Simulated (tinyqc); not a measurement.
Hueckel theory of the pi electrons, for the molecule [CH2]c1ccncc1 (SMILES; centres numbered as the heavy atoms are written), step by step. One step of it, computed by the program tinyqc.

Problem. Energy, charges, bond orders. E = sum n x; q_r = z_r - P_rr; bond order p = P_rs; free valence = sqrt(3) - sum of p over the bonds of the atom.

x values: 2.173868  1.417078  1.000000  0.067584  -1.000000  -1.119959  -2.058571

occupations: 2.000000  2.000000  2.000000  1.000000  0.000000  0.000000  0.000000

charge and bond-order matrix P, lower triangle:
```
,1C,2C,3C,4C,5N,6C,7C
1C,0.945107
2C,0.634677,0.981319
3C,0.018106,0.521549,0.997912
4C,-0.113127,0.032611,0.707692,0.938029
5N,0.014505,-0.219293,-0.027272,0.621586,1.201692
6C,-0.113127,0.032611,-0.292308,-0.061971,0.621586,0.938029
7C,0.018106,0.521549,-0.002088,-0.292308,-0.027272,0.707692,0.997912
```

Centres:
```
centre,"z_r, pi electrons of the neutral centre",h
1C,1,0.000000
2C,1,0.000000
3C,1,0.000000
4C,1,0.000000
5N,1,0.480000
6C,1,0.000000
7C,1,0.000000
```

Bonds:
```
i,j,k
1,2,1
2,3,1
3,4,1
4,5,1
5,6,1
6,7,1
7,2,1
```

Give: pi energy = 7 alpha + this times beta; pi charges; Bond orders and lengths from R = 1.517 - 0.180 p; free valence of the carbons; gap between the highest filled and the next level.

Solution.

pi energy = 7 alpha + this times beta = 9.249

pi charges: 1C 0.055, 2C 0.019, 3C 0.002, 4C 0.062, 5N -0.202, 6C 0.062, 7C 0.002

Bond orders and lengths from R = 1.517 - 0.180 p (angstrom, C-C alone):
```
bond,p,R
1-2,0.635,1.403
2-3,0.522,1.423
3-4,0.708,1.390
4-5,0.622,-
5-6,0.622,-
6-7,0.708,1.390
7-2,0.522,1.423
```

free valence of the carbons: 1C 1.097, 2C 0.054, 3C 0.503, 4C 0.403, 6C 0.403, 7C 0.503

gap between the highest filled and the next level = 1.068 |beta|
